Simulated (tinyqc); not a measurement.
Length offset and series resistance from crossing lines.

Problem. R_total = Rs + k (L - dL)/Vo with constant Rs, dL and k. Find k, dL and Rs.

R_total at (L, Vo) = (60, 0.38), (180, 0.38), (60, 0.75) and (180, 0.75), L in nm and Vo in V (ohm um): [698.94737, 1962.1053, 442.93333, 1082.9333]

Solution. At each overdrive R is a straight line in L with slope k/Vo; the two lines cross at L = dL, R = Rs.

k = 4.000 ohm um V/nm
dL = 10.70 nm
Rs = 180.0 ohm um

Computed by the program tinyqc: `OMP_NUM_THREADS=1 python tinyqc.py 2282096 2282097 out.jsonl`, one thread of a shared Intel Xeon 2.30GHz, about 0.03 s for the whole run.
